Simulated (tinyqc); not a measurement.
Worked calculation: Pariser-Parr-Pople SCF with singles CI, for the molecule NC1=Cc2ccccc21 (SMILES; centres numbered as the heavy atoms are written). One step of it, computed by the program tinyqc.

Problem. Singles CI, singlets. Over the 4 single excitations with the smallest orbital gaps: A = (e_a - e_i) delta + 2 (ia|jb) - (ij|ab), with (pq|rs) = sum c_mp c_mq gamma_mn c_nr c_ns. f = 2/3 w |mu|^2 in atomic units, mu = sqrt2 sum c_ia sum_m c_mi c_ma R_m.

orbital energies (eV): -13.958669  -11.764186  -9.678420  -9.175082  -6.673365  0.548204  2.288997  3.654749  6.312851

coefficients:
```
,MO1,MO2,MO3,MO4,MO5,MO6,MO7,MO8,MO9
1N,0.325338,-0.437209,-0.323909,-0.472895,-0.433166,-0.364369,-0.076789,0.189800,-0.110175
2C,0.508523,-0.394110,-0.067026,-0.100932,0.255108,0.485484,0.159924,-0.387968,0.307460
3C,0.343118,-0.167414,0.301951,0.043260,0.642775,-0.310234,0.090395,0.363343,-0.334069
4C,0.368773,0.144591,0.470240,0.154538,-0.184756,-0.403878,-0.353232,-0.161115,0.500109
5C,0.222671,0.341266,0.429456,-0.317195,-0.305061,0.050785,0.531236,-0.234520,-0.340672
6C,0.162681,0.448311,-0.008299,-0.488606,0.108219,0.361529,-0.214426,0.527241,0.259560
7C,0.178368,0.437249,-0.429037,-0.184797,0.313384,-0.240939,-0.297148,-0.502681,-0.248052
8C,0.272783,0.297386,-0.452342,0.347892,-0.030517,-0.224865,0.564580,0.217361,0.306621
9C,0.446724,0.086723,-0.071437,0.495885,-0.309964,0.360942,-0.316775,0.150215,-0.438912
```

repulsion gamma_rs (eV):
```
,1N,2C,3C,4C,5C,6C,7C,8C,9C
1N,18.250000,8.443529,5.208689,4.094234,2.972133,2.635892,2.873459,3.847095,5.209797
2C,8.443529,11.340000,7.616918,6.123332,4.017795,3.375364,3.573025,4.819715,7.619792
3C,5.208689,7.616918,11.340000,7.618980,4.819918,3.573025,3.374700,4.016998,6.121420
4C,4.094234,6.123332,7.618980,11.340000,7.618016,5.260484,4.683073,5.261050,7.619792
5C,2.972133,4.017795,4.819918,7.618016,11.340000,7.617948,5.259400,4.683451,5.260655
6C,2.635892,3.375364,3.573025,5.260484,7.617948,11.340000,7.616918,5.260655,4.683478
7C,2.873459,3.573025,3.374700,4.683073,5.259400,7.616918,11.340000,7.618751,5.260022
8C,3.847095,4.819715,4.016998,5.261050,4.683451,5.260655,7.618751,11.340000,7.617948
9C,5.209797,7.619792,6.121420,7.619792,5.260655,4.683478,5.260022,7.617948,11.340000
```

Centres (angstrom, eV; a flat drawing with bonds scaled to 1.40 angstrom):
```
centre,x,y,core charge z,W,gamma_rr
1N,-2.931000,0.734000,2,24.400000,18.250000
2C,-1.709000,0.050000,1,9.860000,11.340000
3C,-1.329000,-1.298000,1,9.860000,11.340000
4C,0.018000,-0.917000,1,9.860000,11.340000
5C,1.375000,-1.262000,1,9.860000,11.340000
6C,2.352000,-0.259000,1,9.860000,11.340000
7C,1.972000,1.089000,1,9.860000,11.340000
8C,0.615000,1.433000,1,9.860000,11.340000
9C,-0.362000,0.430000,1,9.860000,11.340000
```

Give: singlet CI matrix; singlet excitation energies; oscillator strengths.

Solution.

singlet CI matrix (eV):
```
,5>6,5>7,4>6,3>6
5>6,2.1405,-0.0423,0.7924,0.2426
5>7,-0.0423,4.6447,0.6117,-0.5491
4>6,0.7924,0.6117,5.1760,0.1703
3>6,0.2426,-0.5491,0.1703,5.8240
```

singlet excitation energies (eV): 1.9265  4.1207  5.6826  6.0555

oscillator strengths: 0.0274  0.0188  1.4226  0.4965
